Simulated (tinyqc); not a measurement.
# Undoped symmetric double-gate MOSFET, analytic potential model: output curve

An undoped body of thickness ts between two equal insulators and tied gates; long channel, electrons only, n = ni exp((psi - V)/Vt) with V the quasi-Fermi potential (0 at the source, Vd at the drain), constant mobility, no quantisation. Across the body psi(x) = V - 2 Vt ln[(ts/(2 beta)) sqrt(q ni/(2 eps0 eps_r Vt)) cos(2 beta x/ts)], x from the centre. Q is the electron charge per area of the whole body.

ni = sqrt(Nc Nv) exp(-Eg/(2 Vt)), Eg in volts; r = eps_r tox/(eox ts); V0 = dphi + 2 Vt ln[(2/ts) sqrt(2 eps0 eps_r Vt/(q ni))]. beta (between 0 and pi/2) solves (Vg - V0 - V)/(2 Vt) = ln(beta) - ln(cos beta) + 2 r beta tan(beta). Q = 8 eps0 eps_r Vt beta tan(beta)/ts; I = mu (1/L)(4 eps0 eps_r/ts)(2 Vt)^2 [g(beta_s) - g(beta_d)] per width, g = beta tan(beta) - beta^2/2 + r beta^2 tan^2(beta), with beta_s at V = 0 and beta_d at V = Vd.

Inputs (values chosen for the exercise); material values close to those of silicon:
```
symbol    value        unit                                             meaning
T           400           K                                         temperature
Eg         1.13          eV                                            band gap
eps_r      11.7                      relative permittivity of the semiconductor
Nc      4.33e19       cm^-3              conduction-band density of states at T
Nv      4.02e19       cm^-3                 valence-band density of states at T
eox        4.08                     relative permittivity of the gate insulator
tox         3.8          nm                                 insulator thickness
ts            6          nm                                      body thickness
dphi       0.08           V  gate work function less that of the intrinsic body
mu          120  cm^2/(V s)                                    channel mobility
L           0.2          um                                         gate length
Vg         0.87           V                                        gate voltage
```

Constants: q = 1.602176634e-19 C, kB = 1.380649e-23 J/K, Vt = kB T/q, eps0 = 8.8541878128e-14 F/cm where lengths are in cm. Results are converted to the units shown.

Output curve:
```
Vd (V),Qd (nC/cm^2),Qd/Qs,I (uA/um)
0.06,427.31,0.81824,17.084
0.11,350.42,0.67102,28.744
0.16,276.24,0.52897,38.136
0.22,192.28,0.36819,46.550
0.27,128.66,0.24637,51.346
0.32,74.232,0.14215,54.361
0.38,28.034,0.053682,56.127
0.43,9.0180,0.017268,56.641
0.48,2.3620,0.0045229,56.792
```

The current rises from 17.1 to 56.8 uA/um, while the charge at the drain end falls from 0.82 to 0.0045 of that at the source. The current first comes within 1 % of its last value at Vd = 0.43 V among the rows. In every row the body is thin enough for quantum confinement, left out here, to raise the threshold.

Program tinyqc, `OMP_NUM_THREADS=1 python tinyqc.py 2440160 2440161 out.jsonl`; Intel Xeon 2.30GHz, shared host, one thread, about 0.03 s.
